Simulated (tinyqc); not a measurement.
Error of each scheme against the width: smearing for a one-band metal on the bcc lattice.

Lattice vectors (units of a): a1 = (-1/2, 1/2, 1/2), a2 = (1/2, -1/2, 1/2), a3 = (1/2, 1/2, -1/2). E(k) = -t A_1(k) - t2 A_2(k), A_m the sum of cos(k . R) over the 8 nearest and 6 second lattice vectors. Mesh k = sum (j_i/N) b_i, j_i = 0 .. N-1.

With x = (E_k - mu)/sigma: Fermi-Dirac f = 1/(1 + exp(x)), s = -f ln f - (1 - f) ln(1 - f); Gaussian f = erfc(x)/2, s = exp(-x^2)/(2 sqrt(pi)); Methfessel-Paxton (first order) f = erfc(x)/2 - x exp(-x^2)/(2 sqrt(pi)), s = (1 - 2 x^2) exp(-x^2)/(4 sqrt(pi)); cold (Marzari-Vanderbilt) with y = x + 1/sqrt(2), f = erfc(y)/2 + exp(-y^2)/sqrt(2 pi), s = y exp(-y^2)/sqrt(2 pi). With weights w = points/N^d (d the dimension), mu solves 2 sum w f = ne; E = 2 sum w f E_k, S = 2 sum w s, F = E - sigma S.

Inputs chosen for the exercise: t = 0.31 eV (nearest hopping); t2 = 0.08 eV (second hopping); ne = 0.54 (electrons per cell).

All on the dense mesh N = 40. The reference is F of first-order Methfessel-Paxton smearing with sigma = 0.05 t on the mesh N = 40; it moves by 0.07 meV on the mesh N = 50; in three dimensions such meshes can agree by chance and the reference may be off by about 1 meV, so smaller errors are not resolved.

Errors (meV per cell):
```
sigma (eV)    FD F  FD (E+F)/2  Gauss F  Gauss (E+F)/2   MP F  cold F
0.031        -0.88       -0.03    -0.15          -0.01  -0.01   -0.02
0.046        -1.95       -0.03    -0.32          -0.02  -0.02   -0.05
0.062        -3.45       -0.01    -0.55          -0.03  -0.03   -0.06
0.093        -7.79        0.11    -1.20          -0.04  -0.03   -0.10
0.124       -14.02        0.39    -2.10          -0.03  -0.03   -0.16
0.186       -32.33        0.89    -4.69          -0.02   0.01   -0.43
0.248       -58.06        0.23    -8.34           0.05   0.15   -0.93
```

reference = -0.64344 eV

Doubling sigma from 0.062 to 0.124 eV multiplies the error of F by 4.1 (Fermi-Dirac) and 3.8 (Gaussian); a pure sigma^2 term would give 4. At the smallest width Fermi-Dirac errs 5.8 times as much as Gaussian, against 2 pi^2/3 = 6.6 for the ratio of the sigma^2 terms at equal sigma. At the largest width the sizes of the errors rank Gauss (E+F)/2 0.1, MP F 0.2, FD (E+F)/2 0.2, cold F 0.9, Gauss F 8.3, FD F 58.1 meV; below about 1 meV this order, and the ratios at the smallest width, carry the noise of the mesh.

Run: tinyqc, `OMP_NUM_THREADS=1 python tinyqc.py 1651482 1651483 out.jsonl`; Intel(R) Xeon(R) Processor @ 2.30GHz, one thread, shared host; about 0.3 s of CPU time with all checks.
